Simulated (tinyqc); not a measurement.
Inside a calculation. Method: plane-wave Kohn-Sham cycle with exchange-only LDA in a layered model solid. Computed by tinyqc, a small Python program that keeps every step. Settings: points = 16, plane-wave index or count = 3, electrons = 4, k points = 2, area = 24.0, mixing = 1.0, iteration cap = 79, Kerker q0 = 0.94. Command: `OMP_NUM_THREADS=1 python tinyqc.py 20055 20056 out.jsonl` (the two numbers bound the seeds that draw the settings). One thread of a shared host (Intel(R) Xeon(R) Processor @ 2.60GHz), about 0.01 s of CPU time with the checks. Later iterations appear only in the table of the cycle.

## Iteration 1: potential

A solid whose potential varies along x alone (atomic units):
```
parameter                      value
period a                    4.700000
cross-section of the cell  24.000000
electrons per cell                 4
grid points                       16
plane waves -n..n, n               3
k points                           2
V1 in V1 cos(2 pi x/a)     -0.380000
```

density at the start, on the grid x_j = j a/N (e/bohr^3): 0.0354610  0.0354610  0.0354610  0.0354610  0.0354610  0.0354610  0.0354610  0.0354610  0.0354610  0.0354610  0.0354610  0.0354610  0.0354610  0.0354610  0.0354610  0.0354610

V_H(G) = 4 pi rho(G)/G^2 for G != 0 (uniform background); v_x = -(3 rho/pi)^(1/3); V = V_ext + V_H + v_x; Fourier components f(G_m) = (1/N) sum_j f(x_j) exp(-i G_m x_j).

Potentials on the grid (hartree):
```
x           V_ext      V_H       v_x         V
0.00000  -0.38000  0.00000  -0.32352  -0.70352
0.29375  -0.35107  0.00000  -0.32352  -0.67460
0.58750  -0.26870  0.00000  -0.32352  -0.59223
0.88125  -0.14542  0.00000  -0.32352  -0.46894
1.17500         0  0.00000  -0.32352  -0.32352
1.46875   0.14542  0.00000  -0.32352  -0.17810
1.76250   0.26870  0.00000  -0.32352  -0.05482
2.05625   0.35107  0.00000  -0.32352   0.02755
2.35000   0.38000  0.00000  -0.32352   0.05648
2.64375   0.35107  0.00000  -0.32352   0.02755
2.93750   0.26870  0.00000  -0.32352  -0.05482
3.23125   0.14542  0.00000  -0.32352  -0.17810
3.52500         0  0.00000  -0.32352  -0.32352
3.81875  -0.14542  0.00000  -0.32352  -0.46894
4.11250  -0.26870  0.00000  -0.32352  -0.59223
4.40625  -0.35107  0.00000  -0.32352  -0.67460
```

V(G_m), m = 0, 1, 2, ... (hartree): -0.32352  -0.19000  0.00000  0.00000  0.00000  0.00000  0.00000

## Iteration 1: Hamiltonian at one k

k = 0.25000 2 pi / a

H(m,m') = (k + G_m)^2/2 delta + V(G_m - G_m'), with V(-G) = V(G).

H (hartree):
```
          -3        -2        -1        +0        +1        +2        +3
-3   6.43418  -0.19000   0.00000   0.00000   0.00000   0.00000   0.00000
-2  -0.19000   2.41307  -0.19000   0.00000   0.00000   0.00000   0.00000
-1   0.00000  -0.19000   0.17911  -0.19000   0.00000   0.00000   0.00000
+0   0.00000   0.00000  -0.19000  -0.26768  -0.19000   0.00000   0.00000
+1   0.00000   0.00000   0.00000  -0.19000   1.07270  -0.19000   0.00000
+2   0.00000   0.00000   0.00000   0.00000  -0.19000   4.20023  -0.19000
+3   0.00000   0.00000   0.00000   0.00000   0.00000  -0.19000   9.11493
```

## Iteration 1: levels at that k

Diagonalise the Hermitian matrix.

eigenvalues (hartree): -0.36142  0.22935  1.08848  2.42028  4.20444  6.44315  9.12227

## Iteration 1: new density

Motion across x is left out: the lowest 2 band(s) hold two electrons at each of the k points (j + 1/2)/nk - 1/2. Residual R = rho(out) - rho(in); rho(new) = rho(in) + 1 R, with R(G) scaled by G^2/(G^2 + 0.94^2) (Kerker). rho(out) = 2/(a A nk) sum |psi|^2 with psi = sum c exp(i G x). Harris energy E = band energy - dV sum rho (V_H/2 + v_x) + (3/4) dV sum rho v_x with rho(in), dV = a A/N, band energy = (2/nk) sum of the filled levels.

rho(out) (e/bohr^3): 0.0425608  0.0423229  0.0413899  0.0393970  0.0363516  0.0328006  0.0295547  0.0273235  0.0265345  0.0273235  0.0295547  0.0328006  0.0363516  0.0393970  0.0413899  0.0423229

density after iteration 1 (e/bohr^3): 0.0399597  0.0398929  0.0394669  0.0382813  0.0362528  0.0337760  0.0314771  0.0298938  0.0293348  0.0298938  0.0314771  0.0337760  0.0362528  0.0382813  0.0394669  0.0398929

energy per cell = 0.0593845 hartree

## Iteration 2: potential

As before.

Potentials on the grid (hartree):
```
x           V_ext       V_H       v_x         V
0.00000  -0.38000   0.03699  -0.33666  -0.67967
0.29375  -0.35107   0.03456  -0.33648  -0.65299
0.58750  -0.26870   0.02735  -0.33528  -0.57663
0.88125  -0.14542   0.01587  -0.33188  -0.46144
1.17500         0   0.00141  -0.32591  -0.32451
1.46875   0.14542  -0.01387  -0.31832  -0.18677
1.76250   0.26870  -0.02734  -0.31092  -0.06956
2.05625   0.35107  -0.03655  -0.30562   0.00890
2.35000   0.38000  -0.03982  -0.30370   0.03647
2.64375   0.35107  -0.03655  -0.30562   0.00890
2.93750   0.26870  -0.02734  -0.31092  -0.06956
3.23125   0.14542  -0.01387  -0.31832  -0.18677
3.52500         0   0.00141  -0.32591  -0.32451
3.81875  -0.14542   0.01587  -0.33188  -0.46144
4.11250  -0.26870   0.02735  -0.33528  -0.57663
4.40625  -0.35107   0.03456  -0.33648  -0.65299
```

V(G_m), m = 0, 1, 2, ... (hartree): -0.32307  -0.17915  0.00073  0.00012  0.00001  0.00000  0.00000

## Iteration 2: Hamiltonian at one k

k = 0.25000 2 pi / a

As before.

H (hartree):
```
          -3        -2        -1        +0        +1        +2        +3
-3   6.43463  -0.17915   0.00073   0.00012   0.00001   0.00000   0.00000
-2  -0.17915   2.41352  -0.17915   0.00073   0.00012   0.00001   0.00000
-1   0.00073  -0.17915   0.17956  -0.17915   0.00073   0.00012   0.00001
+0   0.00012   0.00073  -0.17915  -0.26723  -0.17915   0.00073   0.00012
+1   0.00001   0.00012   0.00073  -0.17915   1.07315  -0.17915   0.00073
+2   0.00000   0.00001   0.00012   0.00073  -0.17915   4.20068  -0.17915
+3   0.00000   0.00000   0.00001   0.00012   0.00073  -0.17915   9.11538
```

## Iteration 2: levels at that k

As before.

eigenvalues (hartree): -0.35155  0.22521  1.08717  2.41993  4.20442  6.44261  9.12191

## Iteration 2: new density

As before.

rho(out) (e/bohr^3): 0.0421550  0.0419248  0.0410375  0.0391637  0.0363076  0.0329686  0.0299029  0.0277869  0.0270367  0.0277869  0.0299029  0.0329686  0.0363076  0.0391637  0.0410375  0.0419248

density after iteration 2 (e/bohr^3): 0.0414207  0.0412455  0.0405151  0.0388772  0.0363017  0.0332469  0.0304255  0.0284744  0.0277826  0.0284744  0.0304255  0.0332469  0.0363017  0.0388772  0.0405151  0.0412455

energy per cell = 0.0657355 hartree

## Convergence

Stop when sqrt(dV sum R^2) is below 1e-8, dV = a A/N.

Course of the cycle:
```
iteration  E (hartree)  norm of the residual
1            0.0593845              6.19e-02
2            0.0657355              1.68e-02
3            0.0662057              4.59e-03
4            0.0662409              1.26e-03
5            0.0662435              3.43e-04
6            0.0662437              9.38e-05
7            0.0662437              2.56e-05
8            0.0662437              7.00e-06
9            0.0662437              1.91e-06
10           0.0662437              5.23e-07
11           0.0662437              1.43e-07
12           0.0662437              3.90e-08
13           0.0662437              1.07e-08
14           0.0662437              2.91e-09
```

Converged in 14 iterations. Before convergence this energy mixes input and output and is not variational, so it may rise towards its limit.
